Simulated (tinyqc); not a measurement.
# Changing the service temperature T_c

Model: grain growth, pinning, strength and diffusional creep of a polycrystal or thin film. Computed by tinyqc, a small Python program. Command: `OMP_NUM_THREADS=1 python tinyqc.py 3022456 3022457 out.jsonl grain sweep`. One thread of a shared host (Intel(R) Xeon(R) Processor @ 2.30GHz), about 0.01 s of CPU time with the checks.

One mean grain size d describes the structure.

Inputs (values chosen for the exercise, modelled on copper): atomic volume Omega = 11.81 angstrom^3; boundary energy gamma = 0.65 J/m^2; mobility prefactor M0 = 1.5e-07 m^4/(J s); activation energy of boundary motion Q_m = 1.29 eV; anneal temperature T = 555 K; anneal time t = 5000 s; initial grain size d0 = 45 nm; particle volume fraction f = 0.0024; particle radius r = 23 nm; film thickness h = 260 nm; surface energy gamma_s = 1.8 J/m^2; lattice diffusion energy Q_l = 2.15 eV; boundary diffusion energy Q_b = 0.995 eV; lattice prefactor D0 = 1.1e-05 m^2/s; boundary prefactor delta D0b = 3.2e-15 m^3/s; applied stress sigma = 25 MPa.

Sample: thin film on a substrate.

Constants: k_B = 8.617333262e-05 eV/K; k_B = 1.380649e-23 J/K.

Method:
- M = M0 exp(-Q_m/(k_B T)). The driving pressure is 2 gamma/d. Zener pinning pressure 3 f gamma/(2 r) stops growth at d_Z = 4 r/(3 f). Grooves where boundaries meet the surface have the angle theta = arcsin(gamma/(2 gamma_s)) and are taken to stop growth at d_h = h/(2 theta), a few film thicknesses; the limit is 1/d_lim = 1/d_Z + 1/d_h.
- dd/dt = 2 M gamma (1/d - 1/d_lim) integrates to 2 M gamma t = d_lim (d0 - d) + d_lim^2 ln[(d_lim - d0)/(d_lim - d)]; without pinning d^2 = d0^2 + 4 M gamma t.
- Nabarro-Herring rate = 14 sigma Omega D_l/(k_B T d^2), D_l = D0 exp(-Q_l/(k_B T)); Coble rate = 14 pi sigma Omega delta D_b/(k_B T d^3), delta D_b = delta D0b exp(-Q_b/(k_B T)); they are equal at d_x = pi delta D_b/D_l.

One run for each value; columns: (1) service temperature T_c (K); (2) Nabarro-Herring rate (1/s); (3) Coble rate (1/s); (4) time to 1 % strain (s); (5) crossover size d_x (micrometre):
```
(1)         (2)        (3)        (4)        (5)
443   4.732e-16  8.080e-05  1.238e+02  1.261e+10
513   8.890e-13  2.445e-03  4.090e+00  2.031e+08
584   2.887e-10  3.314e-02  3.017e-01  8.478e+06
654   2.496e-08  2.456e-01  4.071e-02  7.268e+05
724   9.015e-07  1.223e+00  8.176e-03  1.002e+05
794   1.715e-05  4.550e+00  2.198e-03  1.959e+04
864   2.010e-04  1.358e+01  7.362e-04  4.990e+03
935   1.664e-03  3.463e+01  2.888e-04  1.536e+03
1000  8.818e-03  7.225e+01  1.384e-04  6.051e+02
```

Over the rows, Nabarro-Herring rate (1/s) rises from 4.73e-16 to 0.00882 (exponent d ln y / d ln x 51 between the first rows and 25 between the last); Coble rate (1/s) rises from 8.08e-5 to 72.2 (exponent d ln y / d ln x 23 between the first rows and 11 between the last); time to 1 % strain (s) falls from 124 to 1.38e-4 (exponent d ln y / d ln x -23 between the first rows and -11 between the last). The apparent activation energy of the total rate times T is 0.995 eV between the first rows and 0.995 eV between the last, against Q_b = 0.995 and Q_l = 2.15 eV.

Caution (rows 584, 654, 724, 794, 864, 935, 1000): T_c is above the anneal temperature, so the grains would go on growing in service.

Extremes, crossings and ranges named in words are read from the listed rows.
